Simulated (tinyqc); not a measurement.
What each parameter does: quantum-confined Stark effect in a modulator well.

Envelopes on cells of 0.5 angstrom over the well |z| < L/2 and 45 angstrom of barrier on each side, psi = 0 beyond, psi'/m continuous (mean mass between points), c = hbar^2/2m0. The electron sees + e F z and the hole - e F z, each with its offset in the barriers; 1 kV/cm = 1e-5 eV/angstrom. Light holes, band mixing and escape by tunnelling are left out.

Exciton: in-plane function exp(-rho/lam), 1/mu = 1/me + 1/mp, E(lam) = c/(mu lam^2) - (q/eps) times the integral over k of Fm(k)(1 + (k lam/2)^2)^(-3/2), Fm(k) the double integral of psi_e^2 psi_h^2 exp(-k |z - z'|), q = e^2/(4 pi eps0); binding Eb = -E at the minimum. Line at Eg + E_e + E_h - Eb, strength proportional to overlap^2/lam^2.

Constants: hbar^2/2m0 = 3.80998211 eV angstrom^2; e^2/(4 pi eps0) = 14.39964547 eV angstrom; hc = 1239.841984 eV nm.

Parameters, chosen for this exercise (near those of a Ge well in SiGe, direct gap; not measured data):
- L = 146 angstrom (well width)
- Vc = 0.388 eV (conduction offset)
- Vv = 0.108 eV (heavy-hole offset)
- me = 0.0406 m0 (electron, well)
- meb = 0.0552 m0 (electron, barrier)
- mh = 0.208 m0 (heavy hole along z, well)
- mhb = 0.226 m0 (heavy hole, barrier)
- Eg = 0.83 eV (gap of the well)
- mp = 0.073 m0 (heavy hole in the plane)
- eps = 15.8 (dielectric constant)
- F = 57 kV/cm (field)

Zero-field line, shift at F, overlap^2 and Eb at F.

Results for these values:

| case | line (nm) | shift (meV) | overlap^2 | Eb (meV) |
|---|---|---|---|---|
| base | 1441.1 | -17.13 | 0.420 | 3.06 |

What happens to each result for mh = 0.177 m0, all else kept?

Answer: line falls from 1441.1 to 1440.0; shift rises from -17.13 to -16.73; overlap^2 rises from 0.420 to 0.445; Eb does not change at the printed digits.

The same for each parameter in turn:

| case | line (nm) | shift (meV) | overlap^2 | Eb (meV) |
|---|---|---|---|---|
| base | 1441.1 | -17.13 | 0.420 | 3.06 |
| L = 136 angstrom | 1434.4 | -14.32 | 0.505 | 3.20 |
| F = 46 kV/cm | 1441.1 | -11.77 | 0.527 | 3.16 |
| Vc = 0.31 eV | 1443.2 | -17.53 | 0.410 | 3.03 |
| Vv = 0.135 eV | 1440.8 | -16.41 | 0.442 | 3.09 |
| me = 0.0467 m0 | 1445.5 | -17.24 | 0.403 | 3.22 |
| mh = 0.177 m0 | 1440.0 | -16.73 | 0.445 | 3.06 |
| eps = 14.2 | 1442.3 | -17.01 | 0.420 | 3.64 |

Computed by tinyqc, a small Python program: `OMP_NUM_THREADS=1 python tinyqc.py 1251668 1251669 out.jsonl` (the numbers bound the seed that draws the inputs); one thread of a shared host (Intel(R) Xeon(R) Processor @ 2.30GHz), about 0.2 s for the whole set of steps.
